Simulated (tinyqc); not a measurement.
Inside a calculation. Model: inversion-layer mobility, back-scattering and ballistic limit of a field-effect transistor. Computed by tinyqc, a small Python program that keeps every step. Command: `OMP_NUM_THREADS=1 python tinyqc.py 3031414 3031415 out.jsonl mos walk`. One thread of a shared host (Intel(R) Xeon(R) Processor @ 2.30GHz), about 0.01 s of CPU time with the checks. Intermediate numbers are printed to about 5 digits and carried at full precision; extremes and crossings named in words are read from the listed rows.

The charge at the top of the source barrier is fixed by the gate; series resistance and short-channel effects are left out. F_j are Fermi integrals normalised to exp(eta) in the classical limit.

Inputs (values chosen for the exercise, modelled on a silicon p-channel):
```
quantity                                       value        unit
transport mass m                                0.31         m_0
valley degeneracy g_v                              1           -
weight w of the inversion charge               0.333           -
permittivity eps                                11.7           -
phonon mobility at 1 MV/cm and 300 K, mu_ph       96  cm^2/(V s)
roughness mobility at 1 MV/cm, mu_sr             130  cm^2/(V s)
Coulomb mobility at N_inv = 1e12/cm^2, mu_C      260  cm^2/(V s)
electrical oxide thickness t_inv                 4.2          nm
depletion charge N_dep                       1.5e+12      1/cm^2
gate overdrive V_G - V_T                        0.42           V
drain voltage V_D                               0.05           V
channel length L                                  18          nm
exponent a of the critical length               0.67           -
temperature T                                    200           K
```

Statistics at the top of the barrier: Fermi-Dirac.

Constants: eps_0 = 8.8541878128e-12 F/m; e = 1.602176634e-19 C; m_0 = 9.1093837015e-31 kg; k_B = 1.380649e-23 J/K; hbar = 1.054571817e-34 J s; k_B = 8.617333262e-05 eV/K.

## Charge and field

N_inv = 3.9 eps_0 (V_G - V_T)/(e t_inv); effective field E_eff = e (N_dep + w N_inv)/(eps eps_0).

inversion density N_inv = 2.1553e+12 1/cm^2

effective field E_eff = 0.34299 MV/cm

## Effective mobility

mu_phonon = mu_ph (E_eff/1 MV/cm)^(-0.3) (T/300 K)^(-1.75); mu_rough = mu_sr (E_eff/1 MV/cm)^(-2); mu_Coulomb = mu_C (N_inv/1e12 cm^-2) (T/300 K); Matthiessen's rule adds 1/mu.

phonon part = 269.06 cm^2/(V s)

roughness part = 1105.1 cm^2/(V s)

Coulomb part = 373.58 cm^2/(V s)

effective mobility mu = 137.02 cm^2/(V s)

The phonon part is the lowest and holds 51 % of 1/mu.

## Ballistic limit

F_j(eta) = (1/Gamma(j + 1)) int_0^infinity x^j/(1 + exp(x - eta)) dx, F_0 = ln(1 + exp(eta)). Integrals over x = E/(k_B T) use 160 Gauss-Legendre points in u = sqrt(x) from 0 to sqrt(max(eta, 0) + 32). Ballistic channel: N_2D = g_v m k_B T/(pi hbar^2), U = e V_D/(k_B T); eta_F solves N_inv = (N_2D/2)[F_0(eta_F) + F_0(eta_F - U)]; v_T = sqrt(2 k_B T/(pi m)); I/W = e (N_2D/2) v_T [F_1/2(eta_F) - F_1/2(eta_F - U)]; injection velocity v_T F_1/2(eta_F)/F_0(eta_F).

N_2D = 2.2318e+12 1/cm^2

eta_F = 1.5096

thermal velocity v_T = 0.78899 1e7 cm/s

injection velocity = 0.99561 1e7 cm/s

ballistic current I/W = 271.90 microampere/micrometre

Degeneracy raises the injection velocity by a factor 1.26.

## Back-scattering

Mean free path lambda = (2 k_B T/e)(mu/v_T) F_0(eta_0)/F_-1/2(eta_0), with eta_0 from N_inv = N_2D F_0(eta_0); critical length l = L (1 + U)^(-a), an empirical rule; back-scattering r = l/(l + lambda). Then eta solves N_inv = (N_2D/2)[(1 + r) F_0(eta) + (1 - r) F_0(eta - U)] and I/W = e (N_2D/2) v_T (1 - r)[F_1/2(eta) - F_1/2(eta - U)]. Ballistic ratio: I over the ballistic current. Apparent mobility 1/(1/mu + 1/mu_B), mu_B = mu L/lambda.

eta_0 = 0.48650

mean free path lambda = 7.2079 nm

critical length l = 7.2306 nm

back-scattering coefficient r = 0.50079

current I/W = 95.076 microampere/micrometre

ballistic ratio = 0.34967

apparent low-field mobility = 97.838 cm^2/(V s)

L/lambda = 2.50, but at this drain voltage only the first 7.23 nm can return a carrier to the source, so the device works at 35 % of its ballistic limit.

## Channel length

The last column is the long-channel law e N_inv mu V/L with V = V_D - V_D^2/(2 V_ov) below pinch-off and V_ov/2 above, V_ov = V_G - V_T.

Currents (microampere/micrometre):
```
L (nm)        r     I/W  ballistic ratio  long-channel law
5       0.21793  180.33          0.66322            444.97
10      0.35787  134.27          0.49381            222.49
20      0.52710   88.59          0.32581            111.24
40      0.69033   52.60          0.19347             55.62
80      0.81680   28.99          0.10664             27.81
160     0.89916   15.27          0.05617             13.91
400     0.95707    6.31          0.02321              5.56
1000    0.98237    2.56          0.00941              2.22
```

The current scales as L^-0.99 at the long end and as L^-0.43 at the short end, where it reaches 66 % of the ballistic 272. The long-channel law passes the ballistic limit between 5.00 and 10.0 nm and has no meaning below. At 1000 nm the model gives 1.15 times the long-channel law. Raising mu by 10 % at 20 nm raises I by 6.6 %.

## The mobility curve

The formulas are those given above.

Mobilities (cm^2/(V s)):
```
V_G - V_T (V)  N_inv (1/cm^2)  E_eff (MV/cm)  phonon  roughness  Coulomb   total
0.03               1.5395e+11        0.23992  299.51     2258.5     26.7   24.24
0.06               3.0790e+11        0.24785  296.60     2116.3     53.4   44.28
0.12               6.1579e+11        0.26370  291.14     1869.4    106.7   74.97
0.20               1.0263e+12        0.28485  284.48     1602.2    177.9  102.45
0.35               1.7961e+12        0.32449  273.57     1234.7    311.3  130.25
0.50               2.5658e+12        0.36413  264.27      980.5    444.7  141.80
0.75               3.8487e+12        0.43020  251.38      702.4    667.1  144.91
1.00               5.1316e+12        0.49627  240.83      527.8    889.5  139.45
1.50               7.6974e+12        0.62842  224.37      329.2   1334.2  121.30
```

The lowest part is Coulomb from 0.0300 to 0.200, phonon from 0.350 to 1.50 V. The total peaks at 145 near E_eff = 0.43 MV/cm: screening lifts it at low density and the field presses it down at high density.

Checks made by the program: long channel and small V_D against the drift formula e N mu V_D/L (relative difference 2e-04).
